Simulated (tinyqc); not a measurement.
# Long-channel MOSFET, surface-potential model, step by step

Numbers from tinyqc (`OMP_NUM_THREADS=1 python tinyqc.py 2360102 2360103 out.jsonl`; about 0.06 s on one thread of a shared Intel Xeon 2.30GHz). Printed values are rounded.

n-channel transistor on a uniformly doped p-type body, gradual-channel approximation, constant mobility, Boltzmann statistics, full ionisation. Potentials are counted from the neutral body; V is the electron quasi-Fermi potential, Vsb at the source and Vsb + Vds at the drain. Charges are magnitudes per area.

Values chosen for this exercise; material values close to those of silicon: temperature T = 293 K; band gap Eg = 1.1 eV; relative permittivity of the semiconductor eps_r = 11.5; conduction-band density of states at T Nc = 2.65e19 cm^-3; valence-band density of states at T Nv = 2.55e19 cm^-3; acceptor density of the body Na = 1.3e17 cm^-3; relative permittivity of the gate insulator eox = 7.8; insulator thickness tox = 6 nm; flat-band voltage Vfb = -0.54 V; channel mobility mu = 250 cm^2/(V s); gate width W = 5 um; gate length L = 2 um; source-body reverse bias Vsb = 1 V; gate-source voltage Vgs = 0.43 V; drain-source voltage Vds = 2 V.

Constants: q = 1.602176634e-19 C, kB = 1.380649e-23 J/K, Vt = kB T/q, eps0 = 8.8541878128e-14 F/cm where lengths are in cm. Results are converted to the units shown.

## Body potential, insulator capacitance and body factor

ni = sqrt(Nc Nv) exp(-Eg/(2 Vt)), Eg in volts; phiF = Vt ln(Na/ni); Cox = eps0 eox/tox; gamma = sqrt(2 q eps0 eps_r Na)/Cox. VT = Vfb + 2 phiF + gamma sqrt(2 phiF + Vsb), m = 1 + gamma/(2 sqrt(2 phiF + Vsb)).

ni = 9.00655e9 cm^-3
phiF = 0.416229 V
Cox = 1.15104 uF/cm^2
gamma = 0.178926 V^0.5
VT = 0.534666 V
m = 1.06609

## Iteration 1: surface potential at the source by Newton steps

psi at the start (the root without inversion charge) = 1.73597 V

With V = Vsb: G = psi - Vt + Vt e, e = exp((psi - 2 phiF - Vsb)/Vt); f = Vgs + Vsb - Vfb - psi - gamma sqrt(G); f' = -1 - gamma (1 + e)/(2 sqrt(G)); psi(new) = psi - f/f'.

G = 1.71127 V
f = -3.30485e-5 V
f' = -1.06989
psi after iteration 1 = 1.73594 V

## Course of the iteration: surface potential at the source by Newton steps

Stop when psi changes by less than 1e-10 V, or after 40 iterations.

Course of the iteration:

| iteration | psi (V) | \|change\| (V) |
|---|---|---|
| 1 | 1.73594 | 3.09e-5 |
| 2 | 1.73594 | 1.71e-11 |

Converged in 2 iterations. The change falls from 3.1e-5 in the first iteration to below the tolerance in the last.

## Charges and current of the charge-sheet model

psi_0 = 1.73594 V
psi_L = 1.73597 V

psi_0 and psi_L solve Vgs + Vsb - Vfb - psi = gamma sqrt(G) at V = Vsb and Vsb + Vds. Qi = Cox gamma [sqrt(G) - sqrt(psi - Vt)], G = psi - Vt + Vt exp((psi - 2 phiF - V)/Vt), at both ends. With U = Vgs + Vsb - Vfb: drift = mu (W/L) Cox [U (psi_L - psi_0) - (psi_L^2 - psi_0^2)/2 - (2/3) gamma ((psi_L - Vt)^1.5 - (psi_0 - Vt)^1.5)]; diffusion = mu (W/L) Vt (Qi0 - QiL).

Qi0 = 0.0434696 nC/cm^2
QiL = 1.72826e-36 nC/cm^2
drift current = 4.80170e-7 uA
diffusion current = 6.85972e-4 uA
drain current = 6.86452e-4 uA

Drift carries 0.0699 % of the current. The drain end is pinched off: its charge is under 1 % of that at the source.

## Inversion charge along the channel

| point | V (V) |
|---|---|
| 0 | 1 |
| 1 | 1.33333 |
| 2 | 1.66667 |
| 3 | 2 |
| 4 | 2.33333 |
| 5 | 2.66667 |
| 6 | 3 |

The surface potential psi at channel potential V solves Vgs + Vsb - Vfb - psi = gamma sqrt(G), G = psi - Vt + Vt exp((psi - 2 phiF - V)/Vt). Charge sheet: Qi = Cox gamma [sqrt(G) - sqrt(psi - Vt)]. Pao-Sah: Qi = (Cox gamma/2) integral from 3 Vt to psi of exp((u - 2 phiF - V)/Vt)/sqrt(G(u, V)) du.

| point | psi (V) | Qi, charge sheet (nC/cm^2) | Qi, Pao-Sah (nC/cm^2) |
|---|---|---|---|
| 0 | 1.73594 | 0.0434696 | 0.0437978 |
| 1 | 1.73597 | 8.04059e-8 | 8.10129e-8 |
| 2 | 1.73597 | 1.48509e-13 | 1.49630e-13 |
| 3 | 1.73597 | 2.74294e-19 | 2.76365e-19 |
| 4 | 1.73597 | 5.06617e-25 | 5.10442e-25 |
| 5 | 1.73597 | 9.35716e-31 | 9.42780e-31 |
| 6 | 1.73597 | 1.72826e-36 | 1.74130e-36 |

At the source the charge-sheet charge is 0.75 % below the Pao-Sah one.

## Pao-Sah current by Simpson's rule

I = mu (W/L) integral of Qi dV; Simpson's rule on the 7 points, step Vds/6, weights 1, 4, 2, ..., 4, 1 times step/3.

Pao-Sah current = 0.00304153 uA

Gauss-Legendre quadrature on many points gives 6.917e-4 uA, so this value is 4.40 times it; the charge-sheet current, 6.865e-4 uA, is 0.75 % below it.
